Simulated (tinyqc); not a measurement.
Inputs raised by 2 %, one at a time: the 3-omega method: a line heater on a substrate with a thin film. Computed by tinyqc, a small Python program. Command: `OMP_NUM_THREADS=1 python tinyqc.py 3017388 3017389 out.jsonl threeomega sens`. One thread of a shared host (Intel(R) Xeon(R) Processor @ 2.30GHz), about 0.02 s of CPU time with the checks.

A current at angular frequency omega = 2 pi f heats the line at 2 omega with the amplitude P per length; the temperature swing Delta T at 2 omega gives a voltage at 3 omega. The substrate is taken as semi-infinite and isotropic, and the heat capacity of heater and film is left out.

Inputs (values chosen for the exercise, modelled on a phase-change telluride on diamond):
```
quantity                                    value           unit
substrate conductivity kappa                 1910        W/(m K)
substrate heat capacity C                    1.81  1e6 J/(m^3 K)
heater half-width b                            21     micrometre
power amplitude per length P                  7.7            W/m
current frequency f                            30             Hz
film thickness t                              990             nm
film conductivity kappa_f                    0.55        W/(m K)
interface resistance R_i                       14       m^2 K/GW
substrate thickness d_s                       500     micrometre
temperature coefficient of resistance beta    3.4         1e-3/K
voltage amplitude V_1                         2.7              V
```

Method:
- D = kappa/C; q = sqrt(2 i omega/D); penetration depth 1/|q| = sqrt(D/(2 omega)).
- Delta T_s = (P/(pi kappa)) int_0^infinity (sin x/x)^2 / sqrt(x^2 + (q b)^2) dx with (q b)^2 = i |q b|^2, averaged over the heater width (12 Gauss-Legendre points on each of the pieces 0, 14 log-spaced edges from 1e-5 to 1, and multiples of pi to 40 pi; the tail adds 1/(4 (40 pi)^2)).
- For |q| b much below 1: Delta T_s = (P/(pi kappa)) [-ln(|q| b) + eta - i pi/4], eta = 3/2 - C_E = 0.92278, with Euler's C_E = 0.5772157.
- One-dimensional flow across the film: Delta T_f = P (t/kappa_f + R_i)/(2 b); total in-phase swing Delta T = Delta T_s + Delta T_f; third-harmonic amplitude V_3 = V_1 beta |Delta T|/2 with the out-of-phase part included; the apparent film conductivity is t/(t/kappa_f + R_i).

Runs; columns: (1) input moved; (2) from; (3) to; (4) in-phase Delta T_s (K); (5) V_3 (mV); (6) apparent film conductivity (W/(m K)); (7) film share of the in-phase swing:
```
(1)                                         (2)     (3)        (4)     (5)      (6)      (7)
base run                                      -       -  0.0068021  1.5577  0.54576  0.97996
substrate conductivity kappa (W/(m K))     1910  1948.2  0.0066811  1.5572  0.54576  0.98031
substrate heat capacity C (1e6 J/(m^3 K))  1.81  1.8462  0.0067893  1.5577  0.54576  0.97999
heater half-width b (micrometre)             21   21.42  0.0067766  1.5277  0.54576  0.97964
current frequency f (Hz)                     30    30.6  0.0067893  1.5577  0.54576  0.97999
film thickness t (nm)                       990  1009.8  0.0068021  1.5880  0.54584  0.98034
film conductivity kappa_f (W/(m K))        0.55   0.561  0.0068021  1.5280  0.55658  0.97957
interface resistance R_i (m^2 K/GW)          14   14.28  0.0068021  1.5579  0.54567  0.97996
```

Exponents ln(y'/y) / ln(x'/x):
```
input                         in-phase Delta T_s     V_3  apparent film conductivity  film share of the in-phase swing
substrate conductivity kappa              -0.906  -0.018                       0.000                             0.018
substrate heat capacity C                 -0.094  -0.002                       0.000                             0.002
heater half-width b                       -0.189  -0.984                       0.000                            -0.016
current frequency f                       -0.094  -0.002                       0.000                             0.002
film thickness t                           0.000   0.973                       0.008                             0.020
film conductivity kappa_f                  0.000  -0.972                       0.992                            -0.020
interface resistance R_i                   0.000   0.008                      -0.008                             0.000
```

Among the inputs moved here: in-phase Delta T_s answers most in size to substrate conductivity kappa (exponent -0.906), next to heater half-width b (-0.189); its exponent is below 0.0005 for film thickness t, film conductivity kappa_f, interface resistance R_i. V_3 answers most in size to heater half-width b (exponent -0.984), and about equally to film thickness t (+0.973), film conductivity kappa_f (-0.972). Apparent film conductivity answers most in size to film conductivity kappa_f (exponent +0.992), next to film thickness t (+0.008); its exponent is below 0.0005 for substrate conductivity kappa, substrate heat capacity C, heater half-width b, current frequency f. Film share of the in-phase swing answers most in size to film conductivity kappa_f (exponent -0.020), and about equally to film thickness t (+0.020); its exponent is below 0.0005 for interface resistance R_i.

Caution (all rows): the penetration depth exceeds a fifth of the substrate thickness, so the back face is felt and the semi-infinite formula fails.
